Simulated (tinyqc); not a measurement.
# Bulk transistor, scale length and short-channel effects: several studies

A gate, an insulator of thickness ti and a depleted layer of depth ts on a conducting body. Below threshold the potential that source and drain add obeys Laplace's equation and vanishes on the gate and at the bottom of the depleted layer. Its lowest mode decays along the channel as exp(-k y); k is the smallest positive root of the matching condition at the interface, and the scale length is Lambda = pi/k.

Parameters, values chosen for the exercise; permittivities: semiconductor close to that of gallium nitride, insulator close to that of silicon nitride: temperature T = 273 K; relative permittivity of the semiconductor eps_r = 9.52; relative permittivity of the insulator ei = 7.75; insulator thickness ti = 2.3 nm; depletion depth ts = 30 nm; channel length L = 73 nm; potential of the source Vbi = 1.01 V; potential of the barrier top at threshold sT = 0.5 V; drain voltage Vds = 0.8 V.

Constants: q = 1.602176634e-19 C, kB = 1.380649e-23 J/K, Vt = kB T/q. Results are converted to the units shown.

Each table varies one quantity; the others keep the values above.

## Effect of the channel length

k is the smallest positive root of f(k) = eps_r sin(k ti) cos(k ts) + ei cos(k ti) sin(k ts). Along the channel psi(y) = s + a exp(y/l) + b exp(-y/l) with psi(0) = Vbi, psi(L) = Vbi + Vds and l = 1/k = Lambda/pi; with A = Vbi - s, B = A + Vds, x = exp(-L/l): a = (B - A x) x/(1 - x^2), b = (A - B x)/(1 - x^2). The minimum is s + 2 sqrt(a b), at y = (l/2) ln(b/a). The long-channel potential follows the gate as s = sT + (Vg - VTL)/m, and the threshold VT is the gate voltage at which the minimum equals sT. Swing = m Vt ln 10/g at threshold, g = d(minimum)/ds = 1 - (b x + a)/((1 + x) sqrt(a b)). DIBL = [VT(0.05 V) - VT(Vds)]/(Vds - 0.05 V). sT and Vbi are held fixed; m = 1 + eps_r ti/(ei ts) in each row.

The same in every row: Lambda (nm) = 32.803.

Results:
```
L (nm)  L/Lambda  VT - VTL at Vds = 0.05 V (mV)  VT - VTL at Vds (mV)  DIBL (mV/V)  swing (mV/decade)
36        1.0975                        -309.09               -486.36       236.37             93.228
43        1.3109                        -196.05               -306.60       147.41             80.938
51        1.5548                        -122.03               -189.72       90.258             72.833
73        2.2254                        -37.723               -58.067       27.124             63.502
87        2.6522                        -18.718               -28.726       13.343             61.376
100       3.0485                        -9.8989               -15.168       7.0253             60.386
120       3.6582                        -3.7598               -5.7546       2.6597             59.695
150       4.5728                       -0.88949               -1.3607      0.62825             59.371
```

Estimate the missing row, L = 61 nm.

Computed row:
```
L (nm)  L/Lambda  VT - VTL at Vds = 0.05 V (mV)  VT - VTL at Vds (mV)  DIBL (mV/V)  swing (mV/decade)
61        1.8596                        -70.395               -108.84       51.259             67.135
```

With this row back in the table: From L = 36 to 150 nm, DIBL falls from 236 to 0.628 mV/V and the swing falls from 93.2 to 59.4 mV a decade (long-channel value 59.3). Between the last two rows the threshold shift at Vds decays with a length of 20.8 nm, against 2 Lambda/pi = 20.9 nm for a shift that goes as exp(-pi L/(2 Lambda)). DIBL first drops below 100 mV/V at L = 51 nm among the rows, L/Lambda = 1.6. For L = 36 to 43 nm L is under 1.5 Lambda, where higher modes, left out of the one-mode potential, count.

## Effect of the relative permittivity of the insulator

Same model as above.

Results:
```
ei   Lambda (nm)  L/Lambda  VT - VTL at Vds (mV)  DIBL (mV/V)  swing (mV/decade)
3.9       35.270    2.0698               -82.000       38.420             70.264
5.7       33.742    2.1635               -66.448       31.075             65.942
8.5       32.565    2.2416               -56.080       26.189             62.909
18        31.232    2.3373               -45.811       21.361             59.711
27        30.824    2.3683               -42.954       20.020             58.771
40        30.557    2.3890               -41.153       19.174             58.165
```

Estimate the missing row, ei = 12.

Computed row:
```
ei  Lambda (nm)  L/Lambda  VT - VTL at Vds (mV)  DIBL (mV/V)  swing (mV/decade)
12       31.836    2.2930               -50.281       23.461             61.133
```

With this row back in the table: As ei goes from 3.9 to 40, Lambda falls from 35.3 to 30.6 nm, DIBL falls from 38.4 to 19.2 mV/V and the swing falls from 70.3 to 58.2 mV a decade. On average Lambda goes as ei^(-0.06).

## Effect of the drain voltage

Same model as above.

The same in every row: Lambda (nm) = 32.80; L/Lambda = 2.225.

Effect of the drain voltage:
```
Vds (V)  VT - VTL at Vds (mV)  DIBL (mV/V)  swing (mV/decade)
0.2                    -42.51        31.89              63.14
0.35                   -46.84        30.38              63.22
0.5                    -50.83        29.12              63.31
0.65                   -54.56        28.05              63.40
0.8                    -58.07        27.12              63.50
0.95                   -61.40        26.31              63.60
1.1                    -64.58        25.58              63.71
```

Read the table: what changes, and by how much?

As Vds goes from 0.2 to 1.1 V, Lambda stays at 32.8 nm, DIBL falls from 31.9 to 25.6 mV/V and the swing rises from 63.1 to 63.7 mV a decade.

Program tinyqc, `OMP_NUM_THREADS=1 python tinyqc.py 2420043 2420044 out.jsonl`; Intel Xeon 2.30GHz, shared host, one thread, about 0.01 s.
